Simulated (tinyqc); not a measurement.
From results back to parameters: carbon nanotube by zone folding. Three cases, with inputs chosen for the exercise.

Problem. d = sqrt3 acc sqrt(n^2 + nm + m^2)/pi and tan(theta) = sqrt3 m/(2n + m). Diameter and chiral angle below belong to a hidden tube.

Case 1.

Values chosen (out of a larger set: near those used for carbon; not measured data): acc = 1.44 angstrom (bond length).

d = 12.477 angstrom
theta = 9.52 degrees

Case 2.

Values chosen (out of a larger set: near those used for carbon; not measured data): acc = 1.44 angstrom (bond length).

d = 18.156 angstrom
theta = 19.93 degrees

Case 3.

Values chosen (out of a larger set: near those used for carbon; not measured data): acc = 1.42 angstrom (bond length).

d = 12.526 angstrom
theta = 0.00 degrees

Find: n, m; type in zone folding.

Solution. With L = pi d/a, a = sqrt3 acc, the components of C are n + m/2 = L cos(theta) and sqrt3 m/2 = L sin(theta). The tube is metallic where n - m is a multiple of three.

Case 1.

n, m: 14  3

type in zone folding: semiconducting

Case 2.

n, m: 17  9

type in zone folding: semiconducting

Case 3.

n, m: 16  0

type in zone folding: semiconducting

Computed by tinyqc, one run a case: `OMP_NUM_THREADS=1 python tinyqc.py N N+1 out.jsonl` with N = 1450008, 1450168, 1450353; one thread of a shared Intel(R) Xeon(R) Processor @ 2.30GHz, about 0.07 s a run at most.
